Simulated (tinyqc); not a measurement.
Leakage through a gate insulator: direct, Fowler-Nordheim, trap-assisted and Poole-Frenkel currents: one step, computed by the program tinyqc. Command: `OMP_NUM_THREADS=1 python tinyqc.py 3012860 3012861 out.jsonl oxideleak walk`. One thread of a shared host (Intel(R) Xeon(R) Processor @ 2.30GHz), about 0.01 s of CPU time with the checks.

Electrons enter from the cathode Fermi level at x = 0; the conduction band of the insulator lies phi_b - e F x above it, F = V/t. WKB exponents use a parabolic band with mass m.

Question. One trap at several depths. For a level a distance phi(x) below the band, the WKB exponent is 2 int kappa dx with kappa = sqrt(m phi/(hbar^2/2m_0)); for a linear barrier from phi_1 down to phi_2 = max(phi_1 - e F d, 0) it is G = (4/3) sqrt(m/(hbar^2/2m_0)) (phi_1^(3/2) - phi_2^(3/2))/(e F). A trap at depth x lies phi_t below the band. Capture: tunnel at the cathode Fermi level from 0 to x (G_in from phi_1 = phi_b), rate nu_0 exp(-G_in - E_c/k_B T) with E_c = E_a + max(phi_b - phi_t - e F x, 0), the last term being the height of the trap above the cathode Fermi level. Emission: tunnel from the trap level to the anode (G_out from phi_1 = phi_t over t - x), rate nu_0 exp(-G_out - E_a/k_B T). Re-emission to the cathode follows from detailed balance, rate_back = rate_in exp(dE/k_B T) with dE = phi_b - phi_t - e F x. Each trap passes R = rate_in rate_out/(rate_in + rate_back + rate_out) electrons per second; filling from the anode is left out. Depths: t times 0.08, 0.2, 0.32, 0.44, 0.56, 0.68, 0.8 and 0.92, rounded to 0.01 nm.

Inputs (values chosen for the exercise, with an insulator like Al2O3):
```
quantity                        value  unit
thickness t                       2.1    nm
barrier phi_b                    2.17    eV
tunnelling mass m                0.36   m_0
voltage across the insulator V    1.6     V
trap depth phi_t                  1.6    eV
attempt rate nu_0               5e+12   1/s
activation of capture E_a        0.31    eV
temperature T                     450     K
```

Constants: k_B = 8.617333262e-05 eV/K; hbar^2/(2 m_0) = 3.80998212 eV angstrom^2.

Give: Rates.

Answer.

Rates:
```
x (nm)   G_in  G_out  E_c (eV)  rate in (1/s)  rate back (1/s)  rate out (1/s)    R (1/s)
0.17     1.52  10.64    0.7505      4.320e+03        3.703e+08       4.054e+04  4.728e-01
0.42     3.66   9.91    0.5600      6.884e+04        4.342e+07       8.353e+04  1.320e+02
0.67     5.70   8.93    0.3695      1.222e+06        5.670e+06       2.244e+05  3.852e+04
0.92     7.62   7.73    0.3100      8.297e+05        2.833e+04       7.413e+05  3.846e+05
1.18     9.49   6.30    0.3100      1.278e+05        2.639e+01       3.094e+06  1.227e+05
1.43    11.15   4.77    0.3100      2.415e+04        3.669e-02       1.432e+07  2.411e+04
1.68    12.68   3.10    0.3100      5.257e+03        5.876e-05       7.624e+07  5.256e+03
1.93    14.05   1.29    0.3100      1.337e+03        1.099e-07       4.621e+08  1.337e+03
```

The most effective of these traps sits at 0.92 nm, 44 % of the way; where rate back exceeds rate out, re-emission drains the trap, and elsewhere the slower forward step limits R; the best depth is near where rate in and rate out cross.
